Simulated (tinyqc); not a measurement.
Worked calculation: deep level with several charge states, and Shockley-Read-Hall recombination. Values are carried at full precision from step to step, so a last printed digit may differ when a step is redone from the rounded ones.

Energies from Ev. The defect has charge states +1, 0, -1 with weights 1, gm exp((EF - E1)/kT), exp((2 EF - E1 - E2)/kT); the shares are the weights over their sum. Boltzmann carriers: n = Nc exp((EF - Eg)/kT), p = Nv exp(-EF/kT). Neutrality: p - n + Nd + Nt <q> = 0.

Constants: kB = 8.617333262e-05 eV/K.

Inputs chosen for the exercise (gap and densities of states near those of Si at this temperature; the results hold for these values, not for the real material):
```
symbol  value     unit    meaning
Eg      1.114     eV      gap
Nc      3.48e+19  1/cm^3  conduction-band density of states
Nv      1.44e+19  1/cm^3  valence-band density of states
T       350       K
E1      0.729     eV      level (+1/0) above Ev
E2      0.47      eV      level (0/-1) above Ev
gm      1                 degeneracy of the middle state, the others 1
Nt      1.1e+13   1/cm^3  defects
Nd      -7.3e+12  1/cm^3  ionised shallow donors minus acceptors
E_try   0.5       eV      trial Fermi level
Et      0.729     eV      recombination level above Ev
sn      1.2e-14   cm^2    electron capture cross-section
sp_     1.9e-15   cm^2    hole capture cross-section
vth     23000000  cm/s    thermal velocity, both carriers
Nm      1.3e+15   1/cm^3  equilibrium holes for the lifetime steps
dn      1.9e+13   1/cm^3  excess pairs
```

## Charge states at a trial Fermi level

Form the exponents, the shares, the mean charge and the residual of neutrality at EF = E_try.

exponents of the second and third weights: -7.593  -6.598

shares: +1 0.9981, 0 0.0005, -1 0.0014

<q> = 0.9968

n, p (1/cm^3): 5.02e+10  9.09e+11

residual = 4.52e+12 1/cm^3

The residual is positive, so EF must rise.

## The neutral state

Solve for EF.

EF = 0.5727 eV

shares at EF: +1 0.851, 0 0.005, -1 0.144

n = 5.59e+11 1/cm^3
p = 8.16e+10 1/cm^3

Without the defects the majority density would be 7.31e+12 1/cm^3; with them the density of these carriers is 8.16e+10, below that of the other kind: the type has inverted, so the defects more than cancel the doping. Most defects are in the state +1. The level order is inverted (negative U), so the middle state is never the most common.

## Recombination through one level

One level at Et with degeneracy 1: tn = 1/(sn vth Nt), tp = 1/(sp_ vth Nt), n1 = Nc exp((Et - Eg)/kT), p1 = Nv exp(-Et/kT), ni^2 = n1 p1. Equilibrium p0 = Nm, n0 = ni^2/Nm; n = n0 + dn, p = p0 + dn. U = (n p - ni^2)/(tp (n + n1) + tn (p + p1)), lifetime dn/U; emission rates en = sn vth n1, ep = sp_ vth p1.

Evaluate each quantity.

tn, tp (microsecond): 0.3294  2.080

n1, p1 (1/cm^3): 9.95e+13  4.58e+08

U = 3.68e+19 1/(cm^3 s)
lifetime = 0.516 microsecond

The lifetime is 1.567 times the minority capture time tn and 0.214 times tn + tp, the limit of high injection.

## Emission and generation in a depleted region

With n = p = 0 the level generates pairs at G = Nt en ep/(en + ep); generation lifetime tg = ni/G; current density e G W for a width W = 1 micrometre, e = 1.602176634e-19 C.

en, ep (1/s): 2.75e+07  20.0

G = 2.20e+14 1/(cm^3 s)
tg = 969 microsecond
current density = 3.53e-09 A/cm^2

The slower step, hole emission, limits the rate: en/ep = 1.37e+06.

## Checks

- U against hole capture minus emission at the steady occupation of the level (1/(cm^3 s)): both 3.680e+19.

tinyqc: `OMP_NUM_THREADS=1 python tinyqc.py 1650767 1650768 out.jsonl`; about 0.01 s, one thread, shared Intel(R) Xeon(R) Processor @ 2.30GHz.
